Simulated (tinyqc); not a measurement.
What moves the results: exciton in an atomically thin sheet (Rytova-Keldysh potential). A value that a table varies takes the place of the one given here.

Relative motion in the plane with V(k) = -2 pi q/(k (kap + r0 k)), q = e^2/(4 pi eps0), c = hbar^2/2m0. Normalised Gaussians exp(-a_i r^2): with A = a_i + a_j, S_ij = 2 sqrt(a_i a_j)/A, T_ij = (4c/mu)(a_i a_j/A) S_ij, V_ij = -q S_ij times the integral over k from 0 to infinity of exp(-k^2/4A)/(kap + r0 k).

Converged values use 20 Gaussians with exponents 2^i/b^2, i = -11 to 8, b the larger of a0 kap/(2 mu) and sqrt(a0 r0/mu), a0 = 0.5291772 angstrom; p states use r exp(i theta) exp(-a r^2).

Constants: hbar^2/2m0 = 3.80998211 eV angstrom^2; e^2/(4 pi eps0) = 14.39964547 eV angstrom; Ry = 13.60569312 eV.

Values chosen for the exercise (near those of a MoS2 monolayer; the results hold for these values, not for the real material): r0 = 38.4 angstrom (screening length of the sheet); kaps = (1, 1.5, 2.45, 3.5, 4.5, 7, 12) (surroundings); me = 0.486 m0 (electron mass); mh = 0.554 m0 (hole mass); kap = 2.45 (mean dielectric constant of the surroundings); Eg = 2.145 eV (gap, in these surroundings).

## Dielectric surroundings

mu = 0.258888 m0

Converged 1s and 2s bindings; the hydrogen value is 4 Ry mu/kap^2.

Bindings (meV):
```
kap,1s,2s,2s line - 1s line,hydrogen 1s,1s/2s
1.00,592.8,274.0,318.8,14089,2.16
1.50,469.7,188.1,281.6,6262,2.50
2.45,335.5,108.6,226.9,2347,3.09
3.50,250.8,68.0,182.8,1150,3.69
4.50,198.7,47.2,151.5,696,4.21
7.00,123.7,23.5,100.3,288,5.27
12.0,61.4,9.2,52.1,98,6.64
```

How do the results move?

The 1s binding falls by a factor 9.7 where the hydrogen model gives 144; the local exponent d ln E/d ln kap moves from -0.57 to -1.30, towards -2. The ratio 1s/2s climbs from 2.2 to 6.6, towards the hydrogen value 9, as r0/kap shrinks from 38.4 to 3.2 angstrom.

## What each parameter does

1/mu = 1/me + 1/mh; converged values. Eg is held fixed when kap or r0 changes: the shrinking of the gap by stronger screening, which offsets most of the shift of the 1s line, is left out. Each row changes one parameter from the base and keeps the others.

Results:
```
case,1s binding (meV),2s - 1s (meV),2s - 2p (meV),1s line (eV)
base,335.5,226.9,32.0,1.809
me = 0.583 m0,347.4,232.4,33.5,1.798
mh = 0.443 m0,321.6,220.2,30.1,1.823
kap = 3.92,226.5,168.6,17.5,1.918
r0 = 30.7 angstrom,384.9,266.8,35.3,1.760
Eg = 2.25 eV,335.5,226.9,32.0,1.914
```

What can be read from the table?

The largest shifts from the base row, up to three for each result and ties (the steps differ in size, so this ranks the rows, not the parameters). 1s binding (meV): kap -109.0, r0 +49.3, mh -13.9; unchanged at the printed digits by Eg. 2s - 1s (meV): kap -58.3, r0 +39.9, mh -6.7; unchanged at the printed digits by Eg. 2s - 2p (meV): kap -14.5, r0 +3.4, mh -1.8; unchanged at the printed digits by Eg. 1s line (eV): kap +0.109, Eg +0.105, r0 -0.049.

Program tinyqc; command `OMP_NUM_THREADS=1 python tinyqc.py 1252010 1252011 out.jsonl`; about 0.02 s on one thread of a shared Intel(R) Xeon(R) Processor @ 2.30GHz.
